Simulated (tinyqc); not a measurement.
## Phonon and roughness prefactors from two fields

Inverse problem. At 300 K and high field 1/mu = E^(1/3)/Ap + E^gs/As, E in MV/cm. Find Ap and As.

Parameters, values chosen for the exercise:
- gs = 2 (exponent of the roughness term)

mu at E = 0.52 and 0.94 MV/cm (cm^2/(V s)): [454.56541, 311.75240]

Solution. Two linear equations in 1/Ap and 1/As.

Ap = 414 cm^2/(V s)
As = 1.05e3 cm^2/(V s)

Program tinyqc, `OMP_NUM_THREADS=1 python tinyqc.py 2510071 2510072 out.jsonl`; Intel Xeon 2.30GHz, shared host, one thread, about 0.01 s.
